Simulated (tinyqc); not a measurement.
Hueckel theory of the pi electrons with the omega technique, for the molecule c1ccc2c(c1)ccc1ccccc12 (SMILES; centres numbered as the heavy atoms are written), step by step. One step of it, computed by the program tinyqc.

Question. Orbitals, round 1. Diagonalise; E = alpha + x beta with beta < 0, so the largest x are filled first; degenerate levels share their electrons. P = sum n_i c_ri c_si; each orbital has its largest coefficient positive (the first on a tie).

Hueckel matrix in units of beta (H = alpha + beta A), order 1C, 2C, 3C, 4C, 5C, 6C, 7C, 8C, 9C, 10C, 11C, 12C, 13C, 14C:
```
[[0.000000, 1.000000, 0.000000, 0.000000, 0.000000, 1.000000, 0.000000, 0.000000, 0.000000, 0.000000, 0.000000, 0.000000, 0.000000, 0.000000],
 [1.000000, 0.000000, 1.000000, 0.000000, 0.000000, 0.000000, 0.000000, 0.000000, 0.000000, 0.000000, 0.000000, 0.000000, 0.000000, 0.000000],
 [0.000000, 1.000000, 0.000000, 1.000000, 0.000000, 0.000000, 0.000000, 0.000000, 0.000000, 0.000000, 0.000000, 0.000000, 0.000000, 0.000000],
 [0.000000, 0.000000, 1.000000, 0.000000, 1.000000, 0.000000, 0.000000, 0.000000, 0.000000, 0.000000, 0.000000, 0.000000, 0.000000, 1.000000],
 [0.000000, 0.000000, 0.000000, 1.000000, 0.000000, 1.000000, 1.000000, 0.000000, 0.000000, 0.000000, 0.000000, 0.000000, 0.000000, 0.000000],
 [1.000000, 0.000000, 0.000000, 0.000000, 1.000000, 0.000000, 0.000000, 0.000000, 0.000000, 0.000000, 0.000000, 0.000000, 0.000000, 0.000000],
 [0.000000, 0.000000, 0.000000, 0.000000, 1.000000, 0.000000, 0.000000, 1.000000, 0.000000, 0.000000, 0.000000, 0.000000, 0.000000, 0.000000],
 [0.000000, 0.000000, 0.000000, 0.000000, 0.000000, 0.000000, 1.000000, 0.000000, 1.000000, 0.000000, 0.000000, 0.000000, 0.000000, 0.000000],
 [0.000000, 0.000000, 0.000000, 0.000000, 0.000000, 0.000000, 0.000000, 1.000000, 0.000000, 1.000000, 0.000000, 0.000000, 0.000000, 1.000000],
 [0.000000, 0.000000, 0.000000, 0.000000, 0.000000, 0.000000, 0.000000, 0.000000, 1.000000, 0.000000, 1.000000, 0.000000, 0.000000, 0.000000],
 [0.000000, 0.000000, 0.000000, 0.000000, 0.000000, 0.000000, 0.000000, 0.000000, 0.000000, 1.000000, 0.000000, 1.000000, 0.000000, 0.000000],
 [0.000000, 0.000000, 0.000000, 0.000000, 0.000000, 0.000000, 0.000000, 0.000000, 0.000000, 0.000000, 1.000000, 0.000000, 1.000000, 0.000000],
 [0.000000, 0.000000, 0.000000, 0.000000, 0.000000, 0.000000, 0.000000, 0.000000, 0.000000, 0.000000, 0.000000, 1.000000, 0.000000, 1.000000],
 [0.000000, 0.000000, 0.000000, 1.000000, 0.000000, 0.000000, 0.000000, 0.000000, 1.000000, 0.000000, 0.000000, 0.000000, 1.000000, 0.000000]]
```

pi electrons, sum of z_r less the charge = 14

Give: x values; occupations; coefficients; charge and bond-order matrix P.

Answer.

x values: [2.435, 1.951, 1.516, 1.306, 1.142, 0.769, 0.605, -0.605, -0.769, -1.142, -1.306, -1.516, -1.951, -2.435]

occupations: [2.000, 2.000, 2.000, 2.000, 2.000, 2.000, 2.000, 0.000, 0.000, 0.000, 0.000, 0.000, 0.000, 0.000]

coefficients, order 1C, 2C, 3C, 4C, 5C, 6C, 7C, 8C, 9C, 10C, 11C, 12C, 13C, 14C:
```
[[0.150, 0.314, -0.202, 0.406, -0.144, 0.389, -0.042, 0.042, 0.389, -0.144, 0.406, 0.202, -0.314, -0.150],
 [0.157, 0.287, -0.325, 0.197, -0.386, 0.026, 0.315, 0.315, -0.026, 0.386, -0.197, -0.325, 0.287, 0.157],
 [0.233, 0.246, -0.292, -0.149, -0.297, -0.369, 0.233, -0.233, -0.369, -0.297, -0.149, 0.292, -0.246, -0.233],
 [0.410, 0.192, -0.117, -0.391, 0.047, -0.309, -0.174, -0.174, 0.309, -0.047, 0.391, -0.117, 0.192, 0.410],
 [0.355, 0.322, 0.231, 0.030, 0.397, -0.179, -0.164, 0.164, -0.179, 0.397, 0.030, -0.231, -0.322, -0.355],
 [0.207, 0.326, 0.020, 0.333, 0.221, 0.273, -0.340, -0.340, -0.273, -0.221, -0.333, 0.020, 0.326, 0.207],
 [0.248, 0.109, 0.448, 0.096, 0.185, -0.101, 0.415, 0.415, 0.101, -0.185, -0.096, 0.448, 0.109, 0.248],
 [0.248, -0.109, 0.448, 0.096, -0.185, 0.101, 0.415, -0.415, 0.101, -0.185, 0.096, -0.448, 0.109, -0.248],
 [0.355, -0.322, 0.231, 0.030, -0.397, 0.179, -0.164, -0.164, -0.179, 0.397, -0.030, 0.231, -0.322, 0.355],
 [0.207, -0.326, 0.020, 0.333, -0.221, -0.273, -0.340, 0.340, -0.273, -0.221, 0.333, -0.020, 0.326, -0.207],
 [0.150, -0.314, -0.202, 0.406, 0.144, -0.389, -0.042, -0.042, 0.389, -0.144, -0.406, -0.202, -0.314, 0.150],
 [0.157, -0.287, -0.325, 0.197, 0.386, -0.026, 0.315, -0.315, -0.026, 0.386, 0.197, 0.325, 0.287, -0.157],
 [0.233, -0.246, -0.292, -0.149, 0.297, 0.369, 0.233, 0.233, -0.369, -0.297, 0.149, -0.292, -0.246, 0.233],
 [0.410, -0.192, -0.117, -0.391, -0.047, 0.309, -0.174, 0.174, 0.309, -0.047, -0.391, 0.117, 0.192, -0.410]]
```

charge and bond-order matrix P, order 1C, 2C, 3C, 4C, 5C, 6C, 7C, 8C, 9C, 10C, 11C, 12C, 13C, 14C:
```
[[1.000, 0.623, 0.000, -0.266, 0.000, 0.707, -0.126, 0.000, 0.102, 0.000, -0.082, 0.000, 0.094, 0.000],
 [0.623, 1.000, 0.702, 0.000, -0.261, 0.000, 0.000, 0.171, 0.000, -0.061, 0.000, 0.073, 0.000, -0.117],
 [0.000, 0.702, 1.000, 0.590, 0.000, -0.345, 0.036, 0.000, -0.109, 0.000, 0.094, 0.000, -0.137, 0.000],
 [-0.266, 0.000, 0.590, 1.000, 0.542, 0.000, 0.000, -0.243, 0.000, 0.046, 0.000, -0.117, 0.000, 0.461],
 [0.000, -0.261, 0.000, 0.542, 1.000, 0.575, 0.506, 0.000, -0.170, 0.000, 0.102, 0.000, -0.109, 0.000],
 [0.707, 0.000, -0.345, 0.000, 0.575, 1.000, 0.000, -0.196, 0.000, 0.081, 0.000, -0.061, 0.000, 0.046],
 [-0.126, 0.000, 0.036, 0.000, 0.506, 0.000, 1.000, 0.775, 0.000, -0.196, 0.000, 0.171, 0.000, -0.243],
 [0.000, 0.171, 0.000, -0.243, 0.000, -0.196, 0.775, 1.000, 0.506, 0.000, -0.126, 0.000, 0.036, 0.000],
 [0.102, 0.000, -0.109, 0.000, -0.170, 0.000, 0.000, 0.506, 1.000, 0.575, 0.000, -0.261, 0.000, 0.542],
 [0.000, -0.061, 0.000, 0.046, 0.000, 0.081, -0.196, 0.000, 0.575, 1.000, 0.707, 0.000, -0.345, 0.000],
 [-0.082, 0.000, 0.094, 0.000, 0.102, 0.000, 0.000, -0.126, 0.000, 0.707, 1.000, 0.623, 0.000, -0.266],
 [0.000, 0.073, 0.000, -0.117, 0.000, -0.061, 0.171, 0.000, -0.261, 0.000, 0.623, 1.000, 0.702, 0.000],
 [0.094, 0.000, -0.137, 0.000, -0.109, 0.000, 0.000, 0.036, 0.000, -0.345, 0.000, 0.702, 1.000, 0.590],
 [0.000, -0.117, 0.000, 0.461, 0.000, 0.046, -0.243, 0.000, 0.542, 0.000, -0.266, 0.000, 0.590, 1.000]]
```
